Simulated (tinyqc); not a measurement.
# MOSFET in the linear regime without short-channel effects, parameter extraction from computed curves, step by step

Program tinyqc, `OMP_NUM_THREADS=1 python tinyqc.py 2210148 2210149 out.jsonl`; Intel Xeon 2.30GHz, shared host, one thread, about 0.01 s. Printed values are rounded.

Inversion charge Q = Cox n Vt W0(exp((Vg - VT)/(n Vt))), W0 the Lambert function and n = nf; u = Q/Cox; mobility mu = mu0/(1 + th1 u + th2 u^2); channel resistance Rch = (L - dL)/(W mu Q); Id = Vd/(Rch + Rsd/W). Cox = eps0 eox/tox. Small Vd, no channel-length or drain effects.

Values chosen for this exercise; channel values of the order met in silicon transistors:
- T = 77 K (temperature)
- eox = 3.9 (relative permittivity of the gate insulator (close to silicon dioxide))
- tox = 2.8 nm (insulator thickness)
- mu0 = 220 cm^2/(V s) (low-field mobility)
- th1 = 0.73 1/V (first mobility attenuation factor)
- th2 = 0.21 1/V^2 (second mobility attenuation factor)
- VT = 0.68 V (threshold voltage)
- nf = 1.31 (body factor)
- W = 10 um (gate width)
- L = 0.35 um (drawn gate length)
- dL = 0.005 um (drawn less effective length)
- Rsd = 330 ohm um (source plus drain resistance)
- Vd = 0.05 V (drain voltage)

Constants: q = 1.602176634e-19 C, kB = 1.380649e-23 J/K, Vt = kB T/q, eps0 = 8.8541878128e-14 F/cm where lengths are in cm. Results are converted to the units shown.

## Transfer curve

| point | Vg (V) |
|---|---|
| 0 | 0.38 |
| 1 | 0.53 |
| 2 | 0.68 |
| 3 | 0.83 |
| 4 | 0.98 |
| 5 | 1.13 |
| 6 | 1.28 |
| 7 | 1.43 |
| 8 | 1.58 |

u, mu, Rch and Id as defined.

| point | u (V) | mu (cm^2/(V s)) | Rch (ohm) | Id (uA) |
|---|---|---|---|---|
| 0 | 8.91670e-18 | 220 | 1.42606e19 | 3.50617e-15 |
| 1 | 2.78400e-10 | 220.000 | 4.56743e11 | 1.09471e-7 |
| 2 | 0.00492978 | 219.210 | 25886.6 | 1.92904 |
| 3 | 0.126709 | 200.754 | 1099.74 | 44.1406 |
| 4 | 0.270129 | 181.441 | 570.766 | 82.8136 |
| 5 | 0.416368 | 164.136 | 409.339 | 113.035 |
| 6 | 0.563734 | 148.823 | 333.441 | 136.448 |
| 7 | 0.711708 | 135.308 | 290.494 | 154.562 |
| 8 | 0.860063 | 123.375 | 263.638 | 168.556 |

## Threshold and mobility at the peak transconductance

gm_i = (Id_(i+1) - Id_(i-1))/(Vg_(i+1) - Vg_(i-1)); at the point j of largest gm the tangent meets the axis at V_ext = Vg_j - Id_j/gm_j; field-effect mobility gm_j L/(W Cox Vd) with the drawn L.

| point | gm (uS) |
|---|---|
| 1 | 6.43013 |
| 2 | 147.135 |
| 3 | 269.615 |
| 4 | 229.649 |
| 5 | 178.781 |
| 6 | 138.423 |
| 7 | 107.027 |

j = 3
V_ext = 0.666283 V
field-effect mobility = 153.034 cm^2/(V s)

V_ext is 14 mV below the model VT, and the mobility so found is 31 % below mu0 L/(L - dL) = 223 cm^2/(V s), the value for the drawn L; attenuation, series resistance and the slow approach of Q to a straight line all lower the peak gm.

## The Y function

Y_i = Id_i/sqrt(gm_i). For Id = beta Vd x/(1 + th x), x = Vg - VT, Y = sqrt(beta Vd) x whatever th. Slope s from points 4 and 7; VT_Y = Vg - Y/s at point 7; beta = s^2/Vd; mobility beta L/(W Cox) with the drawn L; th* = (beta Vd x/Id - 1)/x at point 7.

| point | Y (uA^0.5 V^0.5) |
|---|---|
| 1 | 4.31706e-8 |
| 2 | 0.159031 |
| 3 | 2.68823 |
| 4 | 5.46473 |
| 5 | 8.45385 |
| 6 | 11.5975 |
| 7 | 14.9402 |

s = 21.0566 uA^0.5 V^-0.5
VT_Y = 0.720474 V
beta = 8867.63 uA/V^2
mobility from Y = 251.663 cm^2/(V s)
th* = 1.45923 1/V

The mobility from Y is 13 % above mu0 L/(L - dL) = 223 cm^2/(V s), which it should reach in deep inversion when th2 = 0. th* compares with th1 + mu0 Cox Rsd/(L - dL) = 0.990 1/V, since series resistance enters like th1. The match is poor here: at these overdrives Q is not yet a straight line in Vg and th2 bends Y.
